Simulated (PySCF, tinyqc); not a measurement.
CIS and TDHF on RHF in the sto-6g basis, for BeH+, spin multiplicity 1, step by step (part 2 of 2). The lowest restricted solution is unstable here: a spin-polarised one lies 0.0247 hartree lower (PySCF). Computed by tinyqc, a small Python program that keeps every step (integrals from PySCF). Command: `OMP_NUM_THREADS=1 python tinyqc.py 22514 22515 out.jsonl` (the two numbers bound the seeds that draw the settings). One thread of a shared host (Intel(R) Xeon(R) Processor @ 2.60GHz), about 0.1 s of CPU time with the checks.

Geometry (angstrom):
```
atom         x         y         z
Be    0.000000  0.000000  0.000000
H     0.000000  0.000000  2.027000
```

## TDHF (RPA) triplet states

CIS matrix A, triplet (hartree):
```
           1>3       1>4       1>5        1>6        2>3       2>4       2>5        2>6
1>3   4.290577  0.000000  0.000000   0.088413   0.009861  0.000000  0.000000  -0.003136
1>4   0.000000  4.355184  0.000000   0.000000   0.000000  0.005873  0.000000   0.000000
1>5   0.000000  0.000000  4.355184   0.000000   0.000000  0.000000  0.005873   0.000000
1>6   0.088413  0.000000  0.000000   4.596345  -0.003136  0.000000  0.000000   0.002466
2>3   0.009861  0.000000  0.000000  -0.003136   0.032560  0.000000  0.000000  -0.056628
2>4   0.000000  0.005873  0.000000   0.000000   0.000000  0.156092  0.000000   0.000000
2>5   0.000000  0.000000  0.005873   0.000000   0.000000  0.000000  0.156092   0.000000
2>6  -0.003136  0.000000  0.000000   0.002466  -0.056628  0.000000  0.000000   0.215907
```

Two-electron integrals over orbitals (pq|rs), unique and non-zero (hartree):
```
(11|11) 2.284708    (21|11) -0.180673   (21|21) 0.023953    (22|11) 0.448037
(22|21) -0.002553   (22|22) 0.428033    (31|11) -0.173949   (31|21) 0.019926
(31|22) -0.012401   (31|31) 0.026270    (32|11) 0.101941    (32|21) -0.006102
(32|22) -0.060532   (32|31) 0.000661    (32|32) 0.081038    (33|11) 0.502804
(33|21) -0.009861   (33|22) 0.334094    (33|31) 0.001027    (33|32) 0.023607
(33|33) 0.404433    (41|41) 0.015872    (42|41) 0.014539    (42|42) 0.047541
(43|41) 0.013569    (43|42) 0.036607    (43|43) 0.046122    (44|11) 0.570111
(44|21) -0.005873   (44|22) 0.342477    (44|31) -0.005669   (44|32) 0.053593
(44|33) 0.368458    (44|44) 0.450117    (51|51) 0.015872    (52|51) 0.014539
(52|52) 0.047541    (53|51) 0.013569    (53|52) 0.036607    (53|53) 0.046122
(54|54) 0.024258    (55|11) 0.570111    (55|21) -0.005873   (55|22) 0.342477
(55|31) -0.005669   (55|32) 0.053593    (55|33) 0.368458    (55|44) 0.401601
(55|55) 0.450117    (61|11) -0.071193   (61|21) 0.012576    (61|22) 0.007939
(61|31) 0.001428    (61|32) -0.008096   (61|33) -0.013251   (61|44) -0.001755
(61|55) -0.001755   (61|61) 0.015039    (62|11) 0.133063    (62|21) -0.000881
(62|22) -0.006572   (62|31) -0.008753   (62|32) 0.060126    (62|33) -0.007394
(62|44) 0.070439    (62|55) 0.070439    (62|61) 0.006883    (62|62) 0.111633
(63|11) -0.088413   (63|21) 0.003136    (63|22) 0.056628    (63|31) -0.005040
(63|32) -0.078580   (63|33) -0.038196   (63|44) -0.046500   (63|55) -0.046500
(63|61) 0.008500    (63|62) -0.062503   (63|63) 0.095336    (64|41) 0.005847
(64|42) 0.022371    (64|43) 0.004515    (64|64) 0.021092    (65|51) 0.005847
(65|52) 0.022371    (65|53) 0.004515    (65|65) 0.021092    (66|11) 0.479877
(66|21) -0.002466   (66|22) 0.433588    (66|31) -0.010711   (66|32) -0.061233
(66|33) 0.364110    (66|44) 0.348741    (66|55) 0.348741    (66|61) 0.006687
(66|62) -0.023253   (66|63) 0.053293    (66|66) 0.463892
```

B(ia,jb) = - (ib|ja); the squared energies are the eigenvalues of (A - B)(A + B); 1 hartree = 27.211386 eV.

TDHF matrix B, triplet (hartree):
```
           1>3        1>4        1>5        1>6        2>3        2>4        2>5        2>6
1>3  -0.026270   0.000000   0.000000  -0.001428  -0.000661   0.000000   0.000000   0.008096
1>4   0.000000  -0.015872   0.000000   0.000000   0.000000  -0.014539   0.000000   0.000000
1>5   0.000000   0.000000  -0.015872   0.000000   0.000000   0.000000  -0.014539   0.000000
1>6  -0.001428   0.000000   0.000000  -0.015039   0.008753   0.000000   0.000000  -0.006883
2>3  -0.000661   0.000000   0.000000   0.008753  -0.081038   0.000000   0.000000  -0.060126
2>4   0.000000  -0.014539   0.000000   0.000000   0.000000  -0.047541   0.000000   0.000000
2>5   0.000000   0.000000  -0.014539   0.000000   0.000000   0.000000  -0.047541   0.000000
2>6   0.008096   0.000000   0.000000  -0.006883  -0.060126   0.000000   0.000000  -0.111633
```

squared energies w^2 (hartree^2): -0.015896  0.022091  0.022091  0.043705  18.205464  18.967035  18.967035  21.344579

TDHF energies from the positive w^2 (eV): 4.044431  4.044431  5.688774  116.105165  118.508743  118.508743  125.717132

A + B or A - B has a negative eigenvalue: the restricted solution is unstable towards a spin-polarised one, a negative w^2 means an imaginary energy, and the lowest roots have no physical meaning.
